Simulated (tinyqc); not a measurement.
Bulk resistivity and mean free path from two films.

Inverse problem. In the thick-film limit single-crystal films obey rho = rho0 (1 + 3 (1 - ps) lam/(8 d)). Find rho0, lam and the product rho0 lam.

Inputs (values chosen for the exercise): specular share of surface scattering ps = 0.

rho at d = 71 and 220 nm (uohm cm): 2.0752042  1.8346341

Solution. rho is a straight line in 1/d: the intercept is rho0 and the slope (3/8)(1 - ps) rho0 lam. Without ps only the product (1 - ps) lam could be found.

rho0 = 1.720 uohm cm
lam = 39.10 nm
rho0 lam = 67.25 uohm cm nm

Program tinyqc, `OMP_NUM_THREADS=1 python tinyqc.py 2100168 2100169 out.jsonl`; Intel Xeon 2.30GHz, shared host, one thread, about 0.01 s.
